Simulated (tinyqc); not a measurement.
What each parameter does: type-II superlattice in the two-band Kane model.

Motion along the axis, period d = a + b, c = hbar^2/2m0. Conduction and light-hole bands couple: (E - Ec)(E - Ev) = Ep c k^2 in each layer, with mass m(E) = (E - Ev)/Ep, which may be negative. The conduction envelope psi and psi'/m(E) are continuous; a layer carries them by [[cos kt, (m/k) sin kt], [-(k/m) sin kt, cos kt]] (cosh and sinh for k^2 < 0), and cos(q d) = tr(M_B M_A)/2. C1 is the first miniband above EvB, with its bottom at tr/2 = +1 and its top at -1; the gap is the bottom of C1 less the top heavy-hole level HH1.

Heavy holes are uncoupled: with e = EvB - E, p = sqrt(mhB e/c), w = sqrt(mhA (EvB - EvA - e)/c), the top level HH1 at q = 0 solves (p/mhB) tan(p b/2) = (w/mhA) tanh(w a/2).

Constants: hbar^2/2m0 = 3.80998211 eV angstrom^2.

Inputs chosen for the exercise (near those of an InAs/GaSb superlattice; not measured data): a = 50 angstrom (layer A); b = 23 angstrom (layer B); EcA = 0 eV (conduction edge of A); EvA = -0.413 eV (valence edge of A); EcB = 0.959 eV (conduction edge of B); EvB = 0.142 eV (valence edge of B); EpA = 14.2 eV (coupling energy in A); EpB = 18.3 eV (coupling energy in B); mhA = 0.33 m0 (heavy hole in A); mhB = 0.27 m0 (heavy hole in B).

Bottom and width of C1, HH1 and the gap. Each row changes one parameter from the base and keeps the others.

Results:

| case | C1 (eV) | width (meV) | HH1 (eV) | gap (meV) |
|---|---|---|---|---|
| base | 0.1853 | 88.9 | 0.0243 | 160.9 |
| a = 47 angstrom | 0.1986 | 96.1 | 0.0243 | 174.2 |
| b = 20 angstrom | 0.1754 | 101.2 | 0.0013 | 174.1 |
| EvB = 0.122 eV | 0.1846 | 86.6 | 0.0058 | 178.8 |
| EcB = 1.009 eV | 0.1896 | 84.6 | 0.0243 | 165.3 |
| EvA = -0.443 eV | 0.1819 | 85.8 | 0.0222 | 159.6 |
| EpA = 15.3 eV | 0.1904 | 95.1 | 0.0243 | 166.1 |
| mhB = 0.31 m0 | 0.1853 | 88.9 | 0.0308 | 154.5 |

The largest shifts from the base row, up to three for each result and ties (the steps differ in size, so this ranks the rows, not the parameters). C1 (eV): a +0.0133, b -0.0098, EpA +0.0051; unchanged at the printed digits by mhB. width (meV): b +12.4, a +7.2, EpA +6.2; unchanged at the printed digits by mhB. HH1 (eV): b -0.0230, EvB -0.0185, mhB +0.0064; unchanged at the printed digits by a, EcB and EpA. gap (meV): EvB +17.8, a +13.3, b +13.2.

tinyqc: `OMP_NUM_THREADS=1 python tinyqc.py 1250844 1250845 out.jsonl`; about 0.03 s, one thread, shared Intel(R) Xeon(R) Processor @ 2.30GHz.
